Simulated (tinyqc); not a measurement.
Inside a calculation. Model: front-illuminated p-i-n photodiode, quantum efficiency and bandwidth.

Program tinyqc, `OMP_NUM_THREADS=1 python tinyqc.py 2250132 2250133 out.jsonl`; Intel Xeon 2.30GHz, shared host, one thread, about 0.01 s. Printed values are rounded.

Light enters through a p layer (0 to xp), a depleted layer (xp to xp + wi) and a thick n substrate, decaying as exp(-al x); one pass, no back reflection. Carriers made in the depleted layer are all collected; those in the neutral layers diffuse.

Values chosen for this exercise; values close to those of 4H silicon carbide at this wavelength: wavelength lam = 280 nm; absorption coefficient al = 15700 1/cm; reflectance of the front face Rf = 0.05; relative permittivity eps_r = 9.41; thickness of the front p layer xp = 0.57 um; thickness of the depleted layer wi = 0.93 um; electron diffusion coefficient in the p layer Dn = 3 cm^2/s; electron diffusion length in the p layer Ln = 13 um; recombination velocity of the front surface S = 4e6 cm/s; hole diffusion length in the thick n substrate Lp = 0.92 um; electron drift velocity ve = 1.94e7 cm/s; hole drift velocity vh = 1.36e7 cm/s; diameter dia = 17 um; load resistance RL = 50 ohm; parasitic capacitance Cp = 40 fF; modulation frequency f = 85 GHz.

Constants: q = 1.602176634e-19 C, h = 6.62607015e-34 J s, c = 299792458 m/s, eps0 = 8.8541878128e-14 F/cm where lengths are in cm. Results are converted to the units shown.

## Quantum efficiency

k = al Ln, s = S Ln/Dn, e = exp(-al xp); front layer f1 = (k/(k^2 - 1)) {[s + k - e (s cosh(xp/Ln) + sinh(xp/Ln))]/[s sinh(xp/Ln) + cosh(xp/Ln)] - k e}; depleted layer f2 = e (1 - exp(-al wi)); substrate f3 = e exp(-al wi) al Lp/(1 + al Lp); external efficiency (1 - Rf)(f1 + f2 + f3); responsivity = efficiency q lam/(h c).

s = 1733.33
f1 = 0.256511
f2 = 0.313755
f3 = 0.0560727
external efficiency = 0.595022
responsivity = 0.134377 A/W

The front layer absorbs 59.1 % of the light that enters and collects 43.4 % of that. Diffusion from the neutral layers makes up 49.9 % of the current.

## Response at one frequency

Drift response for pairs made in the depleted layer, a = al wi, g = 1 - exp(-a), u = 2 pi i f, te = wi/ve, th = wi/vh: electrons He = [g - a (exp(-a) - exp(-u te))/(u te - a)]/(u te g), holes Hh = [g - a (1 - exp(-a - u th))/(a + u th)]/(u th g); C = eps0 eps_r pi (dia/2)^2/wi + Cp; total |He + Hh|/sqrt(1 + (2 pi f RL C)^2), for the current of the depleted layer alone.

te = 4.79381 ps
th = 6.83824 ps
He = 0.302355-0.403698i
Hh = 0.153413-0.228658i
|He + Hh| = 0.779487
C = 60.3350 fF
total response = 0.411064

The drift response alone falls to 1/sqrt(2) at 100 GHz and the RC term alone at 52.8 GHz; together they give 45.3 GHz for this part of the current; the diffusion currents, left out, respond on their own time scales.
